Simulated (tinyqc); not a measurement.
Plane-wave Kohn-Sham cycle with exchange-only LDA in a layered model solid, step by step. One step of it, computed by the program tinyqc.

Question. Iteration 2: levels at that k. Diagonalise the Hermitian matrix.

H (hartree):
```
           -2         -1         +0         +1         +2
-2   0.111460  -0.046664   0.005557   0.000335   0.000036
-1  -0.046664  -0.169492  -0.046664   0.005557   0.000335
+0   0.005557  -0.046664  -0.246115  -0.046664   0.005557
+1   0.000335   0.005557  -0.046664  -0.118410  -0.046664
+2   0.000036   0.000335   0.005557  -0.046664   0.213625
```

Give: eigenvalues.

Answer.

eigenvalues (hartree): -0.279  -0.166  -0.104  0.119  0.220
